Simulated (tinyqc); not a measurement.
Surface potential of a MOS transistor: implicit equation and explicit approximations: two steps of the calculation.

p-type body, charge-sheet picture, depletion and inversion only, full ionisation (an idealisation for deep acceptors), Boltzmann statistics (rough once Na exp(x - xn) passes about Nc/7). In units of Vt: xg = (Vg - Vfb)/Vt, x = psi/Vt, G = gamma/sqrt(Vt), xn = (2 phiF + Vc)/Vt. The implicit equation is (xg - x)^2 = G^2 [x - 1 + exp(x - xn)] for x above about 3. Cox = eps0 eox/tox.

Values chosen for this exercise; band and dielectric values close to those of silicon: temperature T = 350 K; band gap Eg = 1.14 eV; relative permittivity eps_r = 11.5; conduction-band density of states at T Nc = 3.52e19 cm^-3; valence-band density of states at T Nv = 3.33e19 cm^-3; relative permittivity of the gate insulator (close to aluminium oxide) eox = 8.74; insulator thickness tox = 7.8 nm; acceptor density Na = 4e16 cm^-3; flat-band voltage Vfb = -0.33 V; channel-body voltage Vc = 0.2 V; gate-body voltage Vg = 0.64 V.

Constants: q = 1.602176634e-19 C, kB = 1.380649e-23 J/K, Vt = kB T/q, eps0 = 8.8541878128e-14 F/cm where lengths are in cm. Results are converted to the units shown.

Task 1. Scales. ni = sqrt(Nc Nv) exp(-Eg/(2 Vt)), Eg in volts; phiF = Vt ln(Na/ni); gamma = sqrt(2 q eps0 eps_r Na)/Cox; VT = Vfb + Vt (xn + G sqrt(xn - 1)).

Find: phiF; gamma; G; xn; VT; xg.

Result 1.

phiF = 0.3663 V
gamma = 0.1151 V^0.5
G = 0.6630
xn = 30.92
VT = 0.7121 V
xg = 32.16

Task 2. Explicit approximation. Depletion value a = 1 + [sqrt(G^2/4 + xg - 1) - G/2]^2; inversion value b = xn + ln[(xg - xn)^2/G^2 - xn + 1] and first guess y = min(a, b) - ln(1 + exp(-|a - b|)) if a > xn + 1, else b = y = a; one second-order correction with D = exp(y - xn), p = 2 (xg - y) + G^2 (1 + D), w = (xg - y)^2 - G^2 (y - 1 + D): z = y + 2 w/(p + sqrt(p^2 - 2 (2 - G^2 D) w)), or the Newton step z = y + w/p where the root is not real.

G = 0.66303652
xn = 30.924371
xg = 32.161093

Wanted: a; b; y; p; w; z.

Result 2.

a = 28.673
b = 28.673
y = 28.673
p = 7.4617
w = -0.046280
z = 28.667

The root of the implicit equation is x = 28.6670; y misses it by 0.0062 and z by -2.5e-10, in units of Vt.

Program tinyqc, `OMP_NUM_THREADS=1 python tinyqc.py 2122043 2122044 out.jsonl`; Intel Xeon 2.30GHz, shared host, one thread, about 0.01 s.
